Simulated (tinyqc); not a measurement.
From results back to parameters: defect-molecule model of a vacancy with Jahn-Teller distortion. Five cases, with inputs chosen for the exercise.

Problem. With et the undistorted t2 level, Uc the repulsion of two electrons, I the Jahn-Teller coupling and k the force constant, the levels above Ev are E(2+/+) = et - E_JT, E(+/0) = et - 3 E_JT + Uc, the Stokes shift of the first transition is 2 E_JT, E_JT = 2 I^2/k and the distortion of the + state is 2 I/k. The values below come from hidden parameters.

Find: et, Uc; I; k.

Method. E_JT is half the Stokes shift; et = E(2+/+) + E_JT; Uc = E(+/0) - E(2+/+) + 2 E_JT; with Q the distortion, I = E_JT/Q and k = 2 E_JT/Q^2.

Case 1.

levels (eV): (2+/+) 0.13583, (+/0) 0.10749

Stokes shift = 0.388340 eV
distortion of + = 0.165957 angstrom

Solution.

et, Uc (eV): 0.330  0.360

I = 1.17 eV/angstrom
k = 14.1 eV/angstrom^2

Case 2.

levels (eV): (2+/+) 0.12347, (+/0) 0.06040

Stokes shift = 0.213065 eV
distortion of + = 0.107609 angstrom

Solution.

et, Uc (eV): 0.230  0.150

I = 0.99 eV/angstrom
k = 18.4 eV/angstrom^2

Case 3.

levels (eV): (2+/+) 0.06029, (+/0) 0.10086

Stokes shift = 0.219429 eV
distortion of + = 0.114286 angstrom

Solution.

et, Uc (eV): 0.170  0.260

I = 0.96 eV/angstrom
k = 16.8 eV/angstrom^2

Case 4.

levels (eV): (2+/+) 0.09657, (+/0) 0.09971

Stokes shift = 0.246857 eV
distortion of + = 0.114286 angstrom

Solution.

et, Uc (eV): 0.220  0.250

I = 1.08 eV/angstrom
k = 18.9 eV/angstrom^2

Case 5.

levels (eV): (2+/+) 0.24306, (+/0) 0.15917

Stokes shift = 0.353890 eV
distortion of + = 0.166929 angstrom

Solution.

et, Uc (eV): 0.420  0.270

I = 1.06 eV/angstrom
k = 12.7 eV/angstrom^2

Computed by tinyqc, one run a case: `OMP_NUM_THREADS=1 python tinyqc.py N N+1 out.jsonl` with N = 1451396, 1451414, 1451458, 1451561, 1451675; one thread of a shared Intel(R) Xeon(R) Processor @ 2.30GHz, about 0.01 s a run at most.
